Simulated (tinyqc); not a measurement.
Inputs raised by 5 %, one at a time: gas flow in a process chamber: flow regimes, conductance, effective pumping speed, pump-down, outgassing and purge. Computed by tinyqc, a small Python program. Command: `OMP_NUM_THREADS=1 python tinyqc.py 3120772 3120773 out.jsonl pump sens`. One thread of a shared host (Intel(R) Xeon(R) Processor @ 2.30GHz), about 0.01 s of CPU time with the checks.

Ideal gas, isothermal flow, a pump of constant speed at the end of a round pipe; process gas, volume gas and outgassing are given the same properties. 1 sccm = 101325 Pa x 1e-6 m^3/60 s x T/273.15 K.

Inputs (values chosen for the exercise, modelled on hydrogen near room temperature):

| quantity | value | unit |
|---|---|---|
| molar mass M | 2.016 | g/mol |
| molecular diameter | 0.27 | nm |
| viscosity eta | 8.9 | micropascal s |
| temperature T | 300 | K |
| chamber volume V | 20 | L |
| pipe diameter d | 10 | cm |
| pipe length l | 99 | cm |
| pump speed S | 95 | L/s |
| process gas flow | 6.2 | sccm |

Constants: k_B = 1.380649e-23 J/K; u = 1.6605390666e-27 kg.

Method:
- Mean speed c = sqrt(8 k_B T/(pi m)); aperture conductance C_a = c pi d^2/16; molecular pipe C_m = C_a/(1 + 3 l/(4 d)) (Dushman form); viscous pipe C_v = pi d^4 p_mean/(128 eta l); Knudsen interpolation C = C_v + C_m (1 + x)/(1 + 1.24 x), x = d p_mean sqrt(m/(k_B T))/eta.
- Effective speed 1/S_eff = 1/S + 1/C_m; time constant V/S_eff; pressure at which the free path k_B T/(sqrt2 pi d_m^2 p) equals d.
- Steady flow: the pump inlet is at p_2 = Q/S, and the chamber pressure p_1 solves Q = C((p_1 + p_2)/2) (p_1 - p_2). Residence time = p_1 V/Q.
- Knudsen number = free path at the mean pressure over d.

Runs:

| input moved | from | to | chamber pressure p_1 (Pa) | S_eff in molecular flow (L/s) | residence time (s) | conductance C (L/s) |
|---|---|---|---|---|---|---|
| base run | - | - | 0.14972 | 77.258 | 0.26040 | 401.02 |
| molar mass M (g/mol) | 2.016 | 2.1168 | 0.15039 | 76.903 | 0.26156 | 391.87 |
| chamber volume V (L) | 20 | 21 | 0.14972 | 77.258 | 0.27342 | 401.02 |
| pipe diameter d (cm) | 10 | 10.5 | 0.14591 | 79.196 | 0.25376 | 462.55 |
| pipe length l (cm) | 99 | 103.95 | 0.15099 | 76.627 | 0.26261 | 383.98 |
| pump speed S (L/s) | 95 | 99.75 | 0.14401 | 80.370 | 0.25047 | 400.24 |
| process gas flow (sccm) | 6.2 | 6.51 | 0.15714 | 77.258 | 0.26028 | 402.00 |

Exponents ln(y'/y) / ln(x'/x):

| input | chamber pressure p_1 | S_eff in molecular flow | residence time | conductance C |
|---|---|---|---|---|
| molar mass M | 0.091 | -0.094 | 0.091 | -0.473 |
| chamber volume V | 0.000 | 0.000 | 1.000 | 0.000 |
| pipe diameter d | -0.529 | 0.508 | -0.529 | 2.925 |
| pipe length l | 0.174 | -0.168 | 0.174 | -0.890 |
| pump speed S | -0.797 | 0.809 | -0.797 | -0.040 |
| process gas flow | 0.990 | 0.000 | -0.010 | 0.050 |

To which inputs is each result most sensitive?

Among the inputs moved here: chamber pressure p_1 answers most in size to process gas flow (exponent +0.990), next to pump speed S (-0.797); its exponent is below 0.0005 for chamber volume V. Its exponent +0.990 in process gas flow: constant speed and conductance. S_eff in molecular flow answers most in size to pump speed S (exponent +0.809), next to pipe diameter d (+0.508); its exponent is below 0.0005 for chamber volume V, process gas flow. Residence time answers most in size to chamber volume V (exponent +1.000), next to pump speed S (-0.797). Conductance C answers most in size to pipe diameter d (exponent +2.925), next to pipe length l (-0.890); its exponent is below 0.0005 for chamber volume V.
